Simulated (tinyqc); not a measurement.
Slow cooling against a quench: self-consistent Fermi level with native defects, at growth and after a quench. Computed by tinyqc, a small Python program. Command: `OMP_NUM_THREADS=1 python tinyqc.py 3018228 3018229 out.jsonl scfermi walk`. One thread of a shared host (Intel(R) Xeon(R) Processor @ 2.30GHz), about 0.07 s of CPU time with the checks.

Energies are counted from the top of the valence band (VBM); when the gap shrinks with temperature the conduction band moves and the levels stay. The added dopant is taken as fully ionised. D and A draw on one reservoir with opposite signs, as the two vacancies of a compound do.

Inputs (values chosen for the exercise, with bands modelled on ZnSe):

| quantity | value | unit |
|---|---|---|
| gap E_g at 300 K | 2.76 | eV |
| slope -dE_g/dT above 300 K | 0.00057 | eV/K |
| electron mass m_e | 0.154 | m_0 |
| valleys M_c | 1 | - |
| hole mass m_h | 0.735 | m_0 |
| E_f of the neutral native donor D | 3.252 | eV |
| E_f of the neutral native acceptor A | 4.318 | eV |
| shift s of the chemical potential | 0.19 | eV |
| site density N_s | 5e+22 | cm^-3 |
| dopant density N_X | 3.1e+17 | cm^-3 |
| growth temperature T_g | 1370 | K |
| temperature of use T | 200 | K |

Added shallow dopant: acceptor.

levels of D above the VBM, most positive state first (eV): 2.13  2.28

levels of A above the VBM, (0/-1) first (eV): 0.0888  0.325

Constants: m_0 = 9.1093837015e-31 kg; k_B = 1.380649e-23 J/K; h = 6.62607015e-34 J s; k_B = 8.617333262e-05 eV/K.

Method:
- E_f(D, 0) = input + s and E_f(A, 0) = input - s; E_f(q, E_F = 0) follows from the levels, eps(q/q-1) = E_f(q - 1) - E_f(q) at E_F = 0.
- E_g(T) = E_g - slope x max(0, T - 300 K).
- N_c = 2 M_c (2 pi m_e k_B T/h^2)^(3/2) and N_v = 2 (2 pi m_h k_B T/h^2)^(3/2), masses in units of m_0.
- At growth T = T_g.
- n = N_c F_1/2((E_F - E_g)/k_B T), p = N_v F_1/2(-E_F/k_B T).
- F_1/2(eta) = (2/sqrt(pi)) int_0^infinity sqrt(x)/(1 + exp(x - eta)) dx, by the trapezoid rule in t = sqrt(x) with step 0.02 up to t = 12 (for eta < -12 by exp(eta) - exp(2 eta)/2^(3/2)).
- In equilibrium c_q = N_s exp(-(E_f(q, 0) + q E_F)/k_B T).
- Net charge = p - n + sum q c_q - N_X; the log ratio is ln(positive charge/negative charge).
- E_F is the root of the log ratio, by 50 bisections between -0.5 eV and E_g + 0.5 eV.
- After a quench the totals of D and A stay as grown, and each is shared among its charge states with weights exp(-(E_f(q, 0) + q E_F)/k_B T).
- Each E_F by bisection; full equilibrium lets the defects form and vanish at every T.

E_f(q, E_F = 0) (eV): D(+2) -0.9680, D(+1) 1.1620, D(0) 3.4420, A(0) 4.1280, A(-1) 4.2168, A(-2) 4.5418

total D = 1.57012e+17 cm^-3

total A = 1.13656e+15 cm^-3

Two histories (densities in cm^-3):

| T (K) | E_F, equilibrium (eV) | n | p | all defects | E_F, frozen (eV) | n, frozen | p, frozen |
|---|---|---|---|---|---|---|---|
| 1140 | 1.1073 | 7.2557e+13 | 1.4916e+15 | 1.5430e+17 | 1.4173 | 1.7037e+15 | 6.3524e+13 |
| 900 | 0.9759 | 6.6241e+10 | 2.8177e+14 | 1.5486e+17 | 1.7194 | 9.6533e+14 | 1.9334e+10 |
| 670 | 0.8502 | 8.4104e+05 | 2.1253e+13 | 1.5499e+17 | 1.8696 | 3.9207e+13 | 4.5591e+05 |
| 430 | 0.7190 | 2.3042e-05 | 1.0151e+11 | 1.5500e+17 | 1.9638 | 8.9548e+09 | 2.6120e-04 |
| 200 | 0.5933 | 2.0814e-37 | 9.6446e+03 | 1.5500e+17 | 2.0527 | 1.2406e+00 | 1.6181e-33 |

At 200 K equilibrium would leave 1.55e17 defects per cm^3 against 1.58e17 frozen in, and E_F differs by +1.459 eV. Both histories end semi-insulating. Real samples lie between, set by the temperature at which diffusion stops. In so wide a gap the dopant may be only partly ionised at the temperature of use; these carrier densities are then overstated.
